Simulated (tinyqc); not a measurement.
Mesh and choice of bands: charge neutrality level from zone-averaged pseudopotential bands.

Empirical pseudopotential on the fcc lattice, atoms at +/- tau, tau = a (1,1,1)/8, no spin-orbit coupling. H(G,G') = c (2 pi/a)^2 |k + G|^2 delta + VS(q) cos(q.tau) + i VA(q) sin(q.tau), q = G - G', c = hbar^2/2m0; k and G in units of 2 pi/a; VS at |q|^2 = 3, 8, 11 and VA at 3, 4, 11, in rydberg, zero elsewhere. At each k the basis holds all G with |k + G|^2 up to 16; energies are counted from the fourth level at Gamma.

Mesh: k = sum_i (n_i + 1/2)/N b_i, n_i = 0 ... N - 1, b = (-1,1,1), (1,-1,1), (1,1,-1); points with the same sorted |kx|, |ky|, |kz| after folding to the shortest k + G are joined, with their count as weight. Neutrality (branch-point) level: E_N = (1/2) mean over k of [E5 + (E3 + E4)/2], E_n the n-th level from below.

Constants: hbar^2/2m0 = 3.80998211 eV angstrom^2; Ry = 13.60569312 eV.

Parameters, chosen for this exercise (out of a larger set: classic local form factors of the size used for Ge, without spin-orbit coupling; not measured data):

| symbol | value | unit | meaning |
|---|---|---|---|
| a | 5.67 | angstrom | lattice constant |
| VS | (-0.233, 0.01, 0.061) | Ry | symmetric form factors |
| VA | (0, 0, 0) | Ry | antisymmetric form factors |

E_N with E5 alone, and with (E5 + E6)/2 in its place.

Results:

| N | joined points | E_N (eV) | E_N, two conduction bands (eV) |
|---|---|---|---|
| 1 | 1 | -0.0354 | 0.7808 |
| 2 | 2 | -0.0899 | 0.6287 |
| 3 | 6 | 0.1630 | 0.5355 |
| 4 | 10 | 0.1338 | 0.5526 |
| 5 | 19 | 0.1475 | 0.5432 |

For scale, the lowest gap of this set is 1.02 eV. Against N = 5 the errors are -183, -237, +15 and -14 meV for N = 1 to 4 (N = 1 is the L point alone). Taking the second conduction band in moves E_N by +0.40 eV, more than the mesh error at N = 2: the definition, not the mesh, limits the estimate. Local form factors place the indirect gaps only to a few tenths of an eV, and E_N moves with them.

Program tinyqc; command `OMP_NUM_THREADS=1 python tinyqc.py 1881188 1881189 out.jsonl`; about 0.08 s on one thread of a shared Intel(R) Xeon(R) Processor @ 2.30GHz.
